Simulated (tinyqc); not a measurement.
p-n diode, drift-diffusion by the Gummel loop with Scharfetter-Gummel fluxes: one step of the calculation.

Abrupt junction at x = 0, p side from -Lp, n side to Ln, ohmic contacts. psi is counted from the intrinsic level; n = ni exp((psi - phin)/Vt), p = ni exp((phip - psi)/Vt). Contacts: p side psi = V - Vt ln(Na/ni), p = Na, n = ni^2/Na; n side psi = Vt ln(Nd/ni), n = Nd, p = ni^2/Nd. Constant mobilities, D = mu Vt, Boltzmann statistics, SRH recombination through a mid-gap level, U = (n p - ni^2)/(tp (n + ni) + tn (p + ni)). Current is positive from the p contact to the n contact.

Problem. Poisson equation. With phin and phip held, solve a_i (psi_(i+1) - psi_i) - a_(i-1) (psi_i - psi_(i-1)) + q w_i (p_i - n_i + C_i) = 0 for the inner nodes by Newton steps to convergence; a_i = eps0 eps_r/h_i, h_i = x_(i+1) - x_i, w_i = (h_(i-1) + h_i)/2, C = -Na or +Nd.

Values chosen for this exercise; band and dielectric values close to those of germanium:
- T = 300 K (temperature)
- eps_r = 16.1 (relative permittivity)
- Na = 7.2e15 cm^-3 (acceptor density of the p side)
- Nd = 5e16 cm^-3 (donor density of the n side)
- V = 0.14 V (bias of the p contact)

Constants: q = 1.602176634e-19 C, kB = 1.380649e-23 J/K, Vt = kB T/q, eps0 = 8.8541878128e-14 F/cm where lengths are in cm. Results are converted to the units shown.

```
node  x (nm)  phin at the start (V)  phip at the start (V)
0      -2100                   0.14                   0.14
1      -1140                      0                   0.14
2       -598                      0                   0.14
3       -294                      0                   0.14
4       -123                      0                   0.14
5        -27                      0                   0.14
6         27                      0                   0.14
7        130                      0                   0.14
8        329                      0                   0.14
9        708                      0                   0.14
10      1440                      0                   0.14
11      2830                      0                   0.14
12      5500                      0                      0
```

ni = 2.3141772e13 cm^-3

Find: psi; n after Poisson; p after Poisson.

Solution.

```
node  psi (V)  n after Poisson (cm^-3)  p after Poisson (cm^-3)
0     -0.0084                 7.438e10                 7.200e15
1     -0.0085                 1.669e13                 7.217e15
2     -0.0084                 1.672e13                 7.203e15
3     -0.0064                 1.804e13                 6.676e15
4      0.0194                 4.904e13                 2.455e15
5      0.1030                 1.243e15                 9.689e13
6      0.1880                 3.329e16                 3.617e12
7      0.1982                 4.943e16                 2.436e12
8      0.1985                 5.000e16                 2.408e12
9      0.1985                 5.000e16                 2.408e12
10     0.1985                 5.000e16                 2.408e12
11     0.1985                 5.000e16                 2.408e12
12     0.1985                 5.000e16                 1.071e10
```

tinyqc, about 0.2 s, one thread, Intel Xeon 2.30GHz (shared host): `OMP_NUM_THREADS=1 python tinyqc.py 2240022 2240023 out.jsonl`
